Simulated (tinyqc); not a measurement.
Gate length: charge control and current of a heterostructure field-effect transistor. Computed by tinyqc, a small Python program. Command: `OMP_NUM_THREADS=1 python tinyqc.py 3020156 3020157 out.jsonl hemt walk`. One thread of a shared host (Intel(R) Xeon(R) Processor @ 2.30GHz), about 0.01 s of CPU time with the checks.

Two subbands in a triangular well; E_F is counted from the conduction band edge of the channel at the interface.

Inputs (values chosen for the exercise, modelled on AlGaN/GaN):
```
quantity                                  value        unit
channel mass m                             0.19         m_0
permittivity eps (barrier and channel)     9.44           -
barrier thickness d                          31          nm
Schottky barrier phi_B                      1.1          eV
conduction band offset dE_c                 0.5          eV
polarisation charge sigma/e             1.8e+13      1/cm^2
gate voltage V_G                           -0.3           V
mobility mu                                1400  cm^2/(V s)
saturation velocity v_s                     1.5    1e7 cm/s
gate length L                               370          nm
source resistance R_S                         0      ohm mm
temperature T                               300           K
mixing                                      0.5           -
iteration cap                               200           -
```

Charge source: polarisation. Velocity law: two-piece.

Constants: e = 1.602176634e-19 C; eps_0 = 8.8541878128e-12 F/m; k_B = 8.617333262e-05 eV/K; hbar = 1.054571817e-34 J s; m_0 = 9.1093837015e-31 kg; k_B = 1.380649e-23 J/K.

Method:
- Threshold V_T = phi_B - dE_c - sigma d/(eps eps_0) (in volts); C_b = eps eps_0/d.
- Charge control: n_s = C_b (V_G - V_T - E_F/e)/e. Well: mean field F = e n_s/(2 eps eps_0), E_i = (hbar^2/2m)^(1/3) [(3 pi e F/2)(i + 3/4)]^(2/3), i = 0, 1; n_s = D k_B T sum_i ln(1 + exp((E_F - E_i)/k_B T)), D = m/(pi hbar^2), which is solved in closed form for E_F.
- Iteration from n_s = C_b (V_G - V_T)/(2e): E_F from n_s, n_out from the charge control, n_new = n_s + mixing (n_out - n_s), kept above n_s/10; stop when |n_out/n_s - 1| < 1e-9.
- C_g = e dn_s/dV_G = 1/(1/C_b + 1/C_q), 1/C_q = d(E_F/e)/d(e n_s) by a central difference of +/- 0.1 % in n_s; added distance dd = eps eps_0/C_q.
- With V = e n_s/C_g and V_c = v_s L/mu: for v = mu F up to v_s, I/W = C_g v_s V_c (sqrt(1 + (V/V_c)^2) - 1) and V_Dsat = V + V_c - sqrt(V^2 + V_c^2); g_m = dI/dV; extrinsic g_m/(1 + g_m R_S); f_T = g_m/(2 pi C_g L).

sheet density n_s = 1.55161e+13 1/cm^2

gate capacitance C_g = 0.257086 microfarad/cm^2

V = 9.66971 V

Scaling; the last columns are v_s/(2 pi L) and mu V/(2 pi L^2):
```
L (nm)  I/W (mA/mm)  g_m (mS/mm)  extrinsic g_m (mS/mm)  f_T (GHz)  velocity limit (GHz)  mobility limit (GHz)
30           3716.5       385.63                 385.63     795.77                795.77            2.3940e+05
60           3704.2       385.62                 385.62     397.88                397.89            5.9849e+04
120          3679.7       385.60                 385.60     198.93                198.94            1.4962e+04
250          3627.1       385.48                 385.48      95.46                 95.49            3.4473e+03
500          3528.1       385.04                 385.04      47.67                 47.75            8.6183e+02
1000         3338.6       383.28                 383.28      23.73                 23.87            2.1546e+02
2000         2993.0       376.50                 376.50      11.65                 11.94            5.3864e+01
5000         2197.1       337.32                 337.32       4.18                  4.77            8.6183e+00
```

What follows from these numbers?

f_T scales as L^-1.00 at the short end and L^-1.12 at the long end; the two limits cross at L = mu V/v_s = 9030 nm. g_m tends to C_g v_s = 386 mS/mm. Fringe capacitances and short-channel effects, left out, lower f_T once L is below about ten barrier thicknesses. Caution: E_F lies above the conduction band minimum of the barrier, so electrons would spill into the barrier.

Extremes, crossings and ranges named in words are read from the listed rows.
